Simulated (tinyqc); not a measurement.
# p-n heterojunction, non-linear Poisson equation by Newton steps, Boltzmann statistics: effects of single changes

One dimension, material 1 (p-type) at x < 0 and material 2 (n-type) at x > 0. Band edges: Ec = -psi in material 1 and -psi + dEc in material 2, Ev = Ec - Eg. Flat quasi-Fermi levels: 0 for holes, +V for electrons. n = Nc F((EFn - Ec)/Vt), p = Nv F((Ev - EFp)/Vt), with F(eta) = exp(eta) (Boltzmann statistics); full ionisation, no interface charge, classical densities; the doping types are chosen for the exercise.

Parameters, values chosen for the exercise; band and dielectric values close to those of CdS and CdTe:
- T = 300 K (temperature)
- Eg1 = 2.45 eV (band gap of material 1)
- er1 = 8.99 (relative permittivity of material 1)
- Nc1 = 2.18e18 cm^-3 (conduction-band density of states of material 1)
- Nv1 = 1.82e19 cm^-3 (valence-band density of states of material 1)
- Eg2 = 1.51 eV (band gap of material 2)
- er2 = 10.1 (relative permittivity of material 2)
- Nc2 = 8.15e17 cm^-3 (conduction-band density of states of material 2)
- Nv2 = 1.8e19 cm^-3 (valence-band density of states of material 2)
- dEc = 0.1 eV (conduction-band offset Ec2 - Ec1)
- N1 = 1.7e18 cm^-3 (acceptor density of material 1)
- N2 = 1.1e17 cm^-3 (donor density of material 2)
- V = -1.9 V (bias of side 1 against side 2)

Constants: q = 1.602176634e-19 C, kB = 1.380649e-23 J/K, Vt = kB T/q, eps0 = 8.8541878128e-14 F/cm where lengths are in cm. Results are converted to the units shown.

Each table varies one quantity; the others keep the values above.

## Effect of the conduction-band offset Ec2 - Ec1

Exact first integral: on each side D^2/(2 eps0 er) = G, G = q [Vt (nI_j - nI_b) + Vt (pI_j - pI_b) - C (psi_j - psi_b)], with C = -N1 or +N2, b the neutral end of that side, and nI, pI the densities themselves. D is continuous, so er1 G1(psi_j) = er2 G2(psi_j) fixes psi_j. Ends from Nv1 F((-psi_L - Eg1)/Vt) = N1 and Nc2 F((V + psi_R - dEc)/Vt) = N2. D is counted positive when psi rises towards material 2. Depletion (Anderson) capacitance C^2 = q eps0 er1 er2 N1 N2/(2 (er1 N1 + er2 N2)(psi_R - psi_L)). -dD/dV is the change of the displacement at the interface with both quasi-Fermi levels flat; it is the terminal capacitance only while neither side holds an inversion layer. n_j and p_j are densities at the interface.

Effect of the conduction-band offset Ec2 - Ec1:
```
dEc (eV)	psi_R - psi_L (V)	psi_j - psi_L (V)	psi_R - psi_j (V)	D/q (cm^-2)	n_j in 1 (cm^-3)	p_j in 2 (cm^-3)	-dD/dV (nF/cm^2)	depletion C (nF/cm^2)
-0.2	4.037	0.6717	3.365	3.303e12	3.763e-43	2.359e19	1.787	42.66
-0.12	4.117	0.7473	3.370	3.491e12	7.002e-42	2.800e19	1.439	42.24
-0.05	4.187	0.8139	3.373	3.649e12	9.219e-41	3.189e19	1.218	41.89
0.02	4.257	0.8809	3.376	3.801e12	1.231e-39	3.580e19	1.047	41.54
0.1	4.337	0.9579	3.379	3.968e12	2.416e-38	4.029e19	0.8951	41.16
0.18	4.417	1.035	3.382	4.129e12	4.796e-37	4.480e19	0.7766	40.78
0.25	4.487	1.103	3.384	4.265e12	6.608e-36	4.876e19	0.6927	40.46
0.33	4.567	1.181	3.386	4.417e12	1.335e-34	5.329e19	0.6137	40.11
0.4	4.637	1.249	3.388	4.545e12	1.862e-33	5.727e19	0.5560	39.80
```

As dEc goes from -0.2 to 0.4, the total bending rises from 4.04 to 4.64 V and the sheet charge D/q rises from 3.30e12 to 4.55e12 cm^-2; the share of the bending in material 1 rises from 16.6 to 26.9 %. The alignment is staggered for dEc = 0.02, 0.1, 0.18, 0.25, 0.33, 0.4 eV. The capacitance departs most from the depletion formula at dEc = 0.4, where it is 99 % below it, and there the holes at the interface in material 2 outnumber its donors: an inversion layer has formed, which screens D from the bias. In every row a density at the interface exceeds 0.3 of the band density of states, which Boltzmann statistics overestimate.

## Effect of the donor density of material 2

Same model as above.

Effect of the donor density of material 2:
```
N2 (cm^-3)	psi_R - psi_L (V)	psi_j - psi_L (V)	psi_R - psi_j (V)	D/q (cm^-2)	n_j in 1 (cm^-3)	p_j in 2 (cm^-3)	-dD/dV (nF/cm^2)	depletion C (nF/cm^2)
5.5e15	4.259	0.9506	3.309	3.952e12	1.821e-38	5.343e19	0.03427	9.600
8.9e15	4.272	0.9508	3.321	3.953e12	1.836e-38	5.300e19	0.05588	12.18
1.4e16	4.284	0.9511	3.333	3.953e12	1.858e-38	5.237e19	0.08892	15.23
2.4e16	4.298	0.9517	3.346	3.955e12	1.904e-38	5.111e19	0.1560	19.85
3.8e16	4.309	0.9526	3.357	3.957e12	1.972e-38	4.935e19	0.2553	24.82
6.2e16	4.322	0.9543	3.368	3.960e12	2.101e-38	4.633e19	0.4423	31.42
1e17	4.334	0.9571	3.377	3.966e12	2.343e-38	4.154e19	0.7906	39.37
1.6e17	4.347	0.9623	3.384	3.977e12	2.860e-38	3.402e19	1.525	48.84
```

What does the comparison show?

As N2 goes from 5.5e15 to 1.6e17, the total bending rises from 4.26 to 4.35 V and the sheet charge D/q rises from 3.95e12 to 3.98e12 cm^-2; the share of the bending in material 1 goes from 22.32 through a minimum of 22.08 (at N2 = 6.2e16 among the rows listed) to 22.14 %. The capacitance departs most from the depletion formula at N2 = 5.5e15, where it is 100 % below it, and there the holes at the interface in material 2 outnumber its donors: an inversion layer has formed, which screens D from the bias. In every row a density at the interface exceeds 0.3 of the band density of states, which Boltzmann statistics overestimate.

Computed by the program tinyqc: `OMP_NUM_THREADS=1 python tinyqc.py 2040109 2040110 out.jsonl`, one thread of a shared Intel Xeon 2.30GHz, about 0.1 s for the whole run.
